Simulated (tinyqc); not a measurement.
From results back to parameters: inversion layer as a triangular well, valleys of the Si type. Three cases, with inputs chosen for the exercise.

Problem. The spacing of the two lowest levels of one ladder was computed from a hidden sheet density Ns.

The field is taken as constant, e F = 4 pi (e^2/4 pi eps0)(Nd + eta Ns)/eps, with 1e12/cm^2 = 1e-4/angstrom^2, and the oxide as a hard wall at z = 0; c = hbar^2/2m0.

Level j of a valley lies at E_j = a_j (c (e F)^2/m_z)^(1/3) above the band edge at the surface, with the Airy zeros a_j = 2.338107, 4.087949, 5.520560, 6.786708, 7.944134, 9.022651, 10.040174, 11.008524, 11.936016, 12.828777, and has <z> = 2 E_j/(3 e F).

Constants: hbar^2/2m0 = 3.80998211 eV angstrom^2; e^2/(4 pi eps0) = 14.39964547 eV angstrom.

Case 1.

Values chosen (near those of Si; shifted at random, so the results belong to these values and not to a real crystal): m_z = 0.2535 m0 (confinement mass); eps = 11.8 (dielectric constant); Nd = 0.14 x 1e12/cm^2 (depletion charge); eta = 0.75 (share of Ns in the effective field).

E_1 - E_0 = 82.2766 meV

Case 2.

Values chosen (near those of Si; shifted at random, so the results belong to these values and not to a real crystal): m_z = 0.908 m0 (confinement mass); eps = 11.7 (dielectric constant); Nd = 0.51 x 1e12/cm^2 (depletion charge); eta = 0.75 (share of Ns in the effective field).

E_1 - E_0 = 71.5520 meV

Case 3.

Values chosen (near those of Si; shifted at random, so the results belong to these values and not to a real crystal): m_z = 0.3112 m0 (confinement mass); eps = 11.6 (dielectric constant); Nd = 0.27 x 1e12/cm^2 (depletion charge); eta = 0.5 (share of Ns in the effective field).

E_1 - E_0 = 77.8720 meV

Find: F; Ns.

Solution. e F = sqrt(m_z/c) [(E_1 - E_0)/(a_1 - a_0)]^(3/2), with a_0 and a_1 the first two zeros; then Ns = (eps e F/(4 pi e^2/4 pi eps0) - Nd)/eta.

Case 1.

F = 0.2630 MV/cm
Ns = 2.10 x 1e12/cm^2

Case 2.

F = 0.4037 MV/cm
Ns = 2.80 x 1e12/cm^2

Case 3.

F = 0.2683 MV/cm
Ns = 2.90 x 1e12/cm^2

Computed by tinyqc, one run a case: `OMP_NUM_THREADS=1 python tinyqc.py N N+1 out.jsonl` with N = 1251176, 1251193, 1251221; one thread of a shared Intel(R) Xeon(R) Processor @ 2.30GHz, about 0.03 s a run at most.
